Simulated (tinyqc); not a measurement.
Surface potential of a MOS transistor: implicit equation and explicit approximations: one step of the calculation.

p-type body, charge-sheet picture, depletion and inversion only, full ionisation (an idealisation for deep acceptors), Boltzmann statistics (rough once Na exp(x - xn) passes about Nc/7). In units of Vt: xg = (Vg - Vfb)/Vt, x = psi/Vt, G = gamma/sqrt(Vt), xn = (2 phiF + Vc)/Vt. The implicit equation is (xg - x)^2 = G^2 [x - 1 + exp(x - xn)] for x above about 3. Cox = eps0 eox/tox.

Problem. New x. D = exp(x - xn), f = (xg - x)^2 - G^2 (x - 1 + D), f' = -2 (xg - x) - G^2 (1 + D), x(new) = x - f/f'.

x after iteration 1 = 55.557033
G = 0.24681109
xn = 47.888100
xg = 64.405076

Wanted: D; f; f'; x after iteration 2.

Solution.

D = 2140.8
f = -55.444
f' = -148.17
x after iteration 2 = 55.183

Computed by the program tinyqc: `OMP_NUM_THREADS=1 python tinyqc.py 2122028 2122029 out.jsonl`, one thread of a shared Intel Xeon 2.30GHz, about 0.01 s for the whole run.
